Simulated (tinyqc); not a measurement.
MESFET, gradual channel with velocity saturation: one step of the calculation.

A uniformly doped n-type channel, depleted from the top by a Schottky gate; at channel potential V the depleted share of a is u = sqrt((Vbi - Vg + V)/Vp), s at the source. Electrons drift with v = mu E/(1 + mu E/vsat). Abrupt depletion edge, no series resistance, source at 0.

Question. Saturation voltage, current and transconductance. Vdsat = Vp (um^2 - s^2); Isat = (G0 Vp/Z)(1 - um), which is q Nd vsat a W (1 - um); gm = G0 (um - s)/(1 + Z (um^2 - s^2)). For Z = 0: Vdsat = Vp (1 - s^2), Isat = (G0 Vp/3)(1 - 3 s^2 + 2 s^3), gm = G0 (1 - s).

um = 0.93985943
Vp = 4.4269427 V
G0 = 7.4981866 mS
Z = 0.37532775
s = 0.42023615

Find: Vdsat; Isat; gm; Vdsat for Z = 0; Isat for Z = 0; gm for Z = 0.

Answer.

Vdsat = 3.1287 V
Isat = 5.3188 mA
gm = 3.0794 mS
Vdsat for Z = 0 = 3.6452 V
Isat for Z = 0 = 6.8450 mA
gm for Z = 0 = 4.3472 mS

The current saturates with 6.01 % of the channel still open at the drain, at 0.777 of the constant-mobility current.

Computed by the program tinyqc: `OMP_NUM_THREADS=1 python tinyqc.py 2500125 2500126 out.jsonl`, one thread of a shared Intel Xeon 2.30GHz, about 0.06 s for the whole run.
